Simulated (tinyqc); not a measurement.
Collinear exchange A + BC -> AB + C on a London-Eyring-Polanyi-Sato surface: saddle, string of images and rate: one step, computed by the program tinyqc.

x = r(AB), y = r(BC), r(AC) = x + y. V is counted from separated atoms, the barrier from A + BC, that is V + D(BC).

Task: Frequencies at the saddle. Wilson matrix G = [[1/m_A + 1/m_B, -1/m_B], [-1/m_B, 1/m_B + 1/m_C]]; eigenvalues lambda of G H give nu = 15.6333042 THz x sqrt(|lambda|), the negative one being imaginary. Reactant: nu_BC from k = 2 D beta^2 and 1/m_B + 1/m_C. Skew angle: cos = sqrt(m_A m_C/((m_A + m_B)(m_B + m_C))).

Inputs (values chosen for the exercise, for a model exchange):
```
quantity   value        unit
D(BC)       4.82          eV
beta(BC)    1.59  1/angstrom
mass of A     35           u
mass of B     19           u
mass of C     35           u
```

Hessian (eV/angstrom^2):
```
          x         y
x  14.03112   0.80632
y   0.80632  -0.35271
```

Constants: nu for 1 eV/(angstrom^2 u) = 15.6333042 THz.

Give: imaginary frequency; real frequency at the saddle; nu_BC; skew angle.

Result:

imaginary frequency = 2.236 THz

real frequency at the saddle = 15.99 THz

nu_BC = 21.99 THz

skew angle = 49.60 degrees
